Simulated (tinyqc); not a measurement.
Insulator thickness and V0 from two charges.

Inverse problem. In an undoped wire Vg - V0 = Q/Cox + Vt ln(Q/Q0) + Vt ln(1 + Q/Q0) at the source, with Q0 = 4 eps0 eps_r Vt/R and Cox = eps0 eox/(R ln(1 + tox/R)). Find Cox, tox and V0.

Values chosen for this exercise; material values close to those of germanium: temperature T = 350 K; relative permittivity of the semiconductor eps_r = 16; relative permittivity of the gate insulator eox = 8.74; wire radius R = 5 nm.

Constants: q = 1.602176634e-19 C, kB = 1.380649e-23 J/K, Vt = kB T/q, eps0 = 8.8541878128e-14 F/cm where lengths are in cm. Results are converted to the units shown.

Qs at Vg = 0.73 and 1.13 V (nC/cm^2): 671.29014  1637.4748

Solution. The two equations are linear in 1/Cox and V0; tox follows by inverting the logarithm.

Cox = 2.738 uF/cm^2
tox = 3.800 nm
V0 = 0.4317 V

tinyqc, about 0.02 s, one thread, Intel Xeon 2.30GHz (shared host): `OMP_NUM_THREADS=1 python tinyqc.py 2460060 2460061 out.jsonl`
